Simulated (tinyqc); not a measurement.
# Thin-body transistor below threshold, two-dimensional Poisson equation on a small mesh: several studies

A thin body on a thick buried insulator of low permittivity, taken as carrying no normal field at the bottom of the body (row 0). Mobile charge is neglected (subthreshold), the body is fully depleted, and potentials are counted from the intrinsic level; rows run upward to the gate, columns from source to drain.

Parameters, values chosen for the exercise; semiconductor permittivity close to that of In0.53Ga0.47As:
```
symbol  value   unit                                     meaning
T         300      K                                 temperature
eps_r      14         relative permittivity of the semiconductor
eox        25             relative permittivity of the insulator
tb          8     nm                              body thickness
tox       6.7     nm                         insulator thickness
L          44     nm                              channel length
Na          0  cm^-3       acceptor density of the depleted body
Vbi      0.47      V                     potential of the source
Vfb      0.07      V                                 gate offset
Vg          0      V                                gate voltage
Vd       0.05      V                               drain voltage
```

Constants: q = 1.602176634e-19 C, kB = 1.380649e-23 J/K, Vt = kB T/q, eps0 = 8.8541878128e-14 F/cm where lengths are in cm. Results are converted to the units shown.

Each table varies one quantity; the others keep the values above.

## Effect of the channel length

Mesh: rows i = 0..12 in the semiconductor (step hs = tb/12, row 12 on the interface), then 8 step(s) ho = tox/8 up to the gate row 20; columns j = 0..80 (step hy = L/80). Box integration, divided by eps0: up_i = eps hy/h of the interval above row i, dn_i = that of the interval below (0 for row 0), lat_i = (sum of eps h/2 over the intervals above and below)/hy, s_i = -q Na w_i hy/eps0 with w_i the semiconductor height of the box (hs/2 for row 0 and the interface row, hs between, 0 in the insulator). Each free node obeys (up + dn + 2 lat) psi = up psi(above) + dn psi(below) + lat [psi(left) + psi(right)] + s. Fixed values: gate row Vg - Vfb; column 0 at Vbi and the last column at Vbi + Vd in the semiconductor, each running linearly to Vg - Vfb across the insulator. The system is solved directly. On row 0 the minimum of psi and its place come from a parabola through the three lowest nodes; barrier = Vbi - minimum, swing = Vt ln 10/(d psi/dVg), DIBL = (d psi/dVd)/(d psi/dVg) there. Lambda = pi/k with k the smallest positive root of tan(k tox) tan(k tb) = eox/eps_r.

Effect of the channel length:

| L (nm) | L/Lambda | barrier (V) | place y/L | swing (mV/decade) | DIBL (mV/V) |
|---|---|---|---|---|---|
| 22 | 0.8826 | 0.2133 | 0.4792 | 141.7 | 646.6 |
| 27 | 1.083 | 0.2917 | 0.4849 | 106.4 | 372.8 |
| 33 | 1.324 | 0.3653 | 0.4885 | 86.25 | 213.6 |
| 40 | 1.605 | 0.4259 | 0.4909 | 74.63 | 121.0 |
| 49 | 1.966 | 0.4747 | 0.4927 | 67.32 | 62.50 |
| 59 | 2.367 | 0.5051 | 0.4940 | 63.45 | 31.51 |
| 72 | 2.889 | 0.5246 | 0.4951 | 61.20 | 13.43 |
| 87 | 3.490 | 0.5340 | 0.4960 | 60.17 | 5.145 |

As L goes from 22 to 87 nm, the barrier rises from 0.213 to 0.534 V, the swing falls from 142 to 60.2 mV a decade and DIBL falls from 647 to 5.15 mV/V; the ideal swing is 59.5. L/Lambda goes from 0.88 to 3.5. Between the last two rows DIBL decays with a length of 15.6 nm; 2 Lambda/pi is 15.9 nm.

## Effect of the body thickness

Same model as above.

Effect of the body thickness:

| tb (nm) | L/Lambda | barrier (V) | place y/L | swing (mV/decade) | DIBL (mV/V) |
|---|---|---|---|---|---|
| 3.2 | 2.546 | 0.5178 | 0.4945 | 61.96 | 19.54 |
| 4.2 | 2.353 | 0.5081 | 0.4940 | 63.09 | 28.61 |
| 5.6 | 2.110 | 0.4905 | 0.4933 | 65.25 | 45.97 |
| 7.4 | 1.843 | 0.4617 | 0.4922 | 69.12 | 76.97 |
| 9.7 | 1.572 | 0.4181 | 0.4907 | 75.94 | 131.5 |
| 13 | 1.286 | 0.3505 | 0.4880 | 89.66 | 240.7 |

As tb goes from 3.2 to 13 nm, the barrier falls from 0.518 to 0.351 V, the swing rises from 62.0 to 89.7 mV a decade and DIBL rises from 19.5 to 241 mV/V; the ideal swing is 59.5. L/Lambda goes from 2.5 to 1.3. For tb = 3.2 to 4.2 nm the body is under 5 nm thick, where quantum confinement matters.

## Effect of the gate voltage

Same model as above.

Result of one run:

| Vg (V) | L/Lambda | barrier (V) | place y/L | swing (mV/decade) | DIBL (mV/V) |
|---|---|---|---|---|---|
| 0.04 | 1.765 | 0.4172 | 0.4912 | 70.70 | 89.26 |

What becomes of these results when the gate voltage Vg is changed from 0.04 to -0.04 V, all else the same?

Result of the changed run:

| Vg (V) | L/Lambda | barrier (V) | place y/L | swing (mV/decade) | DIBL (mV/V) |
|---|---|---|---|---|---|
| -0.04 | 1.765 | 0.4846 | 0.4924 | 70.69 | 89.83 |

The whole series:

| Vg (V) | L/Lambda | barrier (V) | place y/L | swing (mV/decade) | DIBL (mV/V) |
|---|---|---|---|---|---|
| -0.2 | 1.765 | 0.6193 | 0.4940 | 70.69 | 90.62 |
| -0.12 | 1.765 | 0.5520 | 0.4933 | 70.69 | 90.27 |
| -0.04 | 1.765 | 0.4846 | 0.4924 | 70.69 | 89.83 |
| 0.04 | 1.765 | 0.4172 | 0.4912 | 70.70 | 89.26 |
| 0.12 | 1.765 | 0.3499 | 0.4896 | 70.70 | 88.48 |
| 0.2 | 1.765 | 0.2825 | 0.4873 | 70.71 | 87.38 |

As Vg goes from -0.2 to 0.2 V, the barrier falls from 0.619 to 0.283 V, the swing stays near 70.7 mV a decade and DIBL falls from 90.6 to 87.4 mV/V; the ideal swing is 59.5. The barrier top moves from y/L = 0.494 to 0.487.

Program tinyqc, `OMP_NUM_THREADS=1 python tinyqc.py 2480107 2480108 out.jsonl`; Intel Xeon 2.30GHz, shared host, one thread, about 0.1 s.
